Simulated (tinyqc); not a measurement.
Small-signal admittance of a forward-biased p+-n diode: two steps of the calculation.

Holes injected into a neutral base of width wb with an ohmic contact at its end; low injection, p0 far above the equilibrium density. A small voltage v exp(i w t), w = 2 pi f, modulates the edge density by p0 v/Vt, and the small-signal density obeys Dp d2p/dx2 = (1/tau + i w) p.

Parameters, values chosen for the exercise; permittivity close to that of 4H silicon carbide: temperature T = 300 K; relative permittivity eps_r = 9.7; donor density of the base Nd = 5.5e16 cm^-3; hole diffusion coefficient Dp = 1.8 cm^2/s; hole lifetime tau = 4e-6 s; width of the neutral base wb = 27 um; excess hole density at the junction edge p0 = 4.1e13 cm^-3; acceptor density of the p+ side Na = 4e18 cm^-3; signal frequency f = 16000 Hz.

Constants: q = 1.602176634e-19 C, kB = 1.380649e-23 J/K, Vt = kB T/q, eps0 = 8.8541878128e-14 F/cm where lengths are in cm. Results are converted to the units shown.

Problem 1. Closed-form admittance. L = sqrt(Dp tau); direct current J = (q Dp p0/L) coth(wb/L); k = sqrt(1 + i w tau)/L; diffusion admittance Y = (q Dp p0/Vt) k coth(k wb) = G + i w C_diff; junction capacitance C_j = sqrt(q eps0 eps_r Nd/(2 Vr)) in the depletion approximation, with the remaining barrier Vr = Vt ln(Na/p0), a rough value under forward bias; base-width modulation is left out.

Wanted: L; J; k wb; Y; C_diff; C_j.

Solution 1.

L = 26.83 um
J = 0.005766 A/cm^2
k wb = 1.026+0.198i
Y = 0.2235+0.0203i S/cm^2
C_diff = 0.2016 uF/cm^2
C_j = 0.1129 uF/cm^2

G is 1.00 times its low-frequency value J/Vt, and C_diff is 1.79 times C_j.

Problem 2. The same by finite differences. 7 equal intervals, h = wb/7; u = small-signal density over its edge value, u_0 = 1, u_7 = 0; u_(i-1) + b u_i + u_(i+1) = 0 with b = -2 - h^2 (1/tau + i w)/Dp; Y = (q Dp p0/(Vt h)) (-b/2 - u_1), which includes the half box at the edge.

Give: b; u; Y on the mesh.

Solution 2.

b = -2.021-0.008i
u, node 1 to 6: [0.8213-0.0132i, 0.6596-0.0198i, 0.5118-0.0214i, 0.3747-0.0192i, 0.2455-0.0142i, 0.1214-0.0075i]
Y on the mesh = 0.2242+0.0206i S/cm^2

Numbers from tinyqc (`OMP_NUM_THREADS=1 python tinyqc.py 2890122 2890123 out.jsonl`; about 0.01 s on one thread of a shared Intel Xeon 2.30GHz).
